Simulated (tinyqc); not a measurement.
Scan in temperature at fixed frequency: admittance spectroscopy and thermally stimulated current of one trap level in a depletion layer. Computed by tinyqc, a small Python program. Command: `OMP_NUM_THREADS=1 python tinyqc.py 3111082 3111083 out.jsonl admit walk`. One thread of a shared host (Intel(R) Xeon(R) Processor @ 2.30GHz), about 0.01 s of CPU time with the checks.

A Schottky junction on n-type material holds one donor-like electron trap; shallow donors are fully ionised and abrupt depletion edges are assumed.

Inputs (values chosen for the exercise, modelled on n-type beta-Ga2O3):
```
quantity                         value    unit
dielectric constant eps           10.4       -
density-of-states mass m          0.27     m_0
shallow doping N               2.7e+15  1/cm^3
trap density N_t               2.9e+14  1/cm^3
trap depth E_t below the band    0.355      eV
capture cross section sigma    5.4e-15    cm^2
band bending V_b                   1.5       V
test frequency f                   100      Hz
```

Constants: k_B = 1.380649e-23 J/K; m_0 = 9.1093837015e-31 kg; h = 6.62607015e-34 J s; k_B = 8.617333262e-05 eV/K; eps_0 = 8.8541878128e-12 F/m; e = 1.602176634e-19 C.

Method:
- N_c = 2 (2 pi m k_B T/h^2)^(3/2), v_th = sqrt(3 k_B T/m), emission rate e_n = sigma v_th N_c exp(-E_t/(k_B T)).
- Where the level crosses the Fermi level capture equals emission, so the trap follows the signal with the rate 2 e_n; G/omega peaks at omega = 2 e_n (the correction for large N_t/N is left out).
- Solve 2 e_n(T_p) = 2 pi f.
- With E_c - E_F = k_B T_p ln(N_c/N): lambda = sqrt(2 eps eps_0 (E_t - (E_c - E_F))/(e^2 N)); traps are empty and charged for x < x_t = w - lambda, and V_b = e (N w^2 + N_t x_t^2)/(2 eps eps_0). High frequency: C_hf = eps eps_0/w. Low frequency: C_lf = eps eps_0 (N + N_t)/(N w + N_t x_t).
- With x = omega/(2 e_n): C = C_hf + (C_lf - C_hf)/(1 + x^2), G/omega = (C_lf - C_hf) x/(1 + x^2); C_hf and C_lf are held at their values at T_p.

peak temperature T_p = 203.400 K

C_hf = 11.7386 nF/cm^2

C_lf = 12.2211 nF/cm^2

Admittance:
```
T (K)  omega/(2 e_n)  C (nF/cm^2)  G/omega (nF/cm^2)
179.0     2.0419e+01       11.740            0.02357
187.1     6.9004e+00       11.749            0.06848
193.2     3.2292e+00       11.781            0.13634
199.3     1.5800e+00       11.877            0.21803
203.4     1.0000e+00       11.980            0.24124
207.5     6.4399e-01       12.080            0.21963
213.6     3.4473e-01       12.170            0.14866
221.7     1.5817e-01       12.209            0.07445
231.9     6.3841e-02       12.219            0.03068
```

What does the comparison show, and why?

The peak of G/omega is half the step, 0.241 nF/cm^2. Its full width is near 2 ln(2 + sqrt3) k_B T_p^2/(E_t + 2 k_B T_p) = 24.1 K.

Extremes, crossings and ranges named in words are read from the listed rows.
